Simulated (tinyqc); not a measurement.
Single-junction solar cell, detailed-balance limit: one step of the calculation.

Every photon above the gap Eg makes one pair and none below is absorbed; carriers thermalise at T and move without loss. Jsc = q fs X Phi(Eg, Ts); the dark current is J0 = q ge Phi(Eg, T)/ERE with the Boltzmann factor exp(V/Vt). The efficiency is the electrical power over fs X sigma Ts^4.

Problem. Photocurrent, dark current and incident power. Photon flux above E from a black body at temperature T into a hemisphere: Phi(E, T) = A sum_k exp(-k E/th)[E^2 th/k + 2 E th^2/k^2 + 2 th^3/k^3], k = 1, 2, ..., with th = kB T/q in eV and A = 2 pi q^3/(h^3 c^2). Jsc = q fs X Phi(Eg, Ts), J0 = q ge Phi(Eg, T)/ERE. Pin = fs X sigma Ts^4, sigma = 2 pi^5 kB^4/(15 h^3 c^2).

Values chosen for this exercise: cell temperature T = 350 K; temperature of the black-body sun Ts = 6000 K; share of the hemisphere filled by the sun fs = 2.16e-5; concentration X = 500; external radiative efficiency ERE = 0.1; number of faces that emit ge = 1; band gap Eg = 1.03 eV.

Constants: q = 1.602176634e-19 C, kB = 1.380649e-23 J/K, h = 6.62607015e-34 J s, c = 299792458 m/s. Results are converted to the units shown.

Wanted: Jsc; J0; Pin.

Solution.

Jsc = 33634 mA/cm^2
J0 = 7.9214e-9 mA/cm^2
Pin = 79367 mW/cm^2

Range of the model: Voc lies within a few Vt of the gap, where the Boltzmann form of the emission begins to fail.

Numbers from tinyqc (`OMP_NUM_THREADS=1 python tinyqc.py 2820113 2820114 out.jsonl`; about 0.01 s on one thread of a shared Intel Xeon 2.30GHz).
